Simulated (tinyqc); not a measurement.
Strain, valley repopulation and piezoresistance in a many-valley conduction band: one step, computed by the program tinyqc.

Valleys are ellipsoids with mass m_l along the axis a and m_t across it, parabolic, with one constant relaxation time; strain shifts the valleys and leaves the masses alone. Currents are taken along [110], along the load, and along [001], across the load.

Problem. Linear piezoresistance coefficients. Each of the 6 valleys holds n_v = N_v (2/sqrt(pi)) F_1/2((E_F - dE_v)/(k_B T)), N_v = 2 (m_d k_B T/(2 pi hbar^2))^(3/2), m_d = (m_l m_t^2)^(1/3); E_F solves sum n_v = n and is counted from the unstrained edge. F_j(eta) = int_0^infinity x^j/(1 + exp(x - eta)) dx, without a gamma-function factor. It is evaluated after integrating by parts. Integrals over x = E/(k_B T) use 160 Gauss-Legendre points in u = sqrt(x) from 0 to sqrt(max(eta, 0) + 32). With eta_0 the reduced Fermi level without strain, r = F_-1/2(eta_0)/(2 F_1/2(eta_0)) (1 for a classical gas) and c = r (Xi_u/k_B T) (m_l - m_t)/(2 m_l + m_t): pi11 = -(2/3) c (S11 - S12), pi12 = -pi11/2, pi44 = 0, with S11 - S12 = 1/(C11 - C12).

Inputs (values chosen for the exercise, modelled on silicon):

| quantity | value | unit |
|---|---|---|
| longitudinal mass m_l | 0.941 | m_0 |
| transverse mass m_t | 0.195 | m_0 |
| shear deformation potential Xi_u | 9.18 | eV |
| C11 | 167 | GPa |
| C12 | 63.6 | GPa |
| electron density n | 8.8e+15 | 1/cm^3 |
| temperature T | 100 | K |

Valley axes: <100> (6 valleys in 3 pairs). Load: uniaxial [110].

Constants: k_B = 8.617333262e-05 eV/K; m_0 = 9.1093837015e-31 kg; k_B = 1.380649e-23 J/K; hbar = 1.054571817e-34 J s.

Give: eta_0; degeneracy factor r; pi11; pi12; pi44.

Solution.

eta_0 = -6.434

degeneracy factor r = 0.9994

pi11 = -246.6 1e-11/Pa

pi12 = 123.3 1e-11/Pa

pi44 = 0 1e-11/Pa

The gas is classical, so the coefficients follow 1/T.
